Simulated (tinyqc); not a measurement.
# Bandgap voltage reference from two bipolar transistors: effect of the temperature coefficient of both resistors

Two transistors of area 1 and N carry the same current I. Is(T) = Is (T/T0)^eta exp[(Vg0 q/kB)(1/T0 - 1/T)], VBE1 = Vt ln(I/Is(T)) + I rb, VBE2 = Vt ln(I/(N Is(T))) + I rb/N. The amplifier forces I R1(T) = VBE1 - VBE2 + Vos, with R(T) = R (1 + tc (T - T0)) for both resistors, and the output is Vref = VBE1 + I R2(T). Base currents and the Early effect are neglected.

Vt = kB T/q; I = (Vt ln N + Vos)/(R1(T) - rb (1 - 1/N)). Box coefficient: span of Vref between 233 and 398 K over its average over T and over 165 K. The last column is the R2 that gives zero slope at T0.

Parameters, values chosen for the exercise; values of the order met in silicon bipolar transistors:
```
symbol,value,unit,meaning
T0,298,K,reference temperature
Vg0,1.175,V,band-gap voltage extrapolated to 0 K
eta,4,,temperature exponent of the saturation current
Is,2.4e-18,A,saturation current of the unit transistor at T0
N,8,,area ratio of the second transistor
R1,2.9,kohm,"resistor across which the difference of VBE falls, at T0"
Vos,1.4,mV,offset of the amplifier
rb,16,ohm,series resistance of the unit transistor
R2,25.14,kohm,output resistor at T0
```

Constants: q = 1.602176634e-19 C, kB = 1.380649e-23 J/K. Results are converted to the units shown.

Effect of the temperature coefficient of both resistors:
```
tc (ppm/K),I at T0 (uA),Vref at T0 (V),slope at T0 (uV/K),box coefficient (ppm/K),R2 for zero slope (kohm)
-2000,18.99,1.240,-25.59,21.16,25.55
-1000,18.99,1.240,-54.01,49.55,26.01
0,18.99,1.240,-82.44,76.09,26.47
1000,18.99,1.240,-110.9,101.1,26.93
2000,18.99,1.240,-139.3,125.1,27.39
3000,18.99,1.240,-167.7,148.4,27.85
```

What does the table show?

As tc goes from -2000 to 3000, Vref stays at 1.240 V and the box coefficient rises from 21.2 to 148 ppm/K.

tinyqc, about 0.02 s, one thread, Intel Xeon 2.30GHz (shared host): `OMP_NUM_THREADS=1 python tinyqc.py 2062060 2062061 out.jsonl`
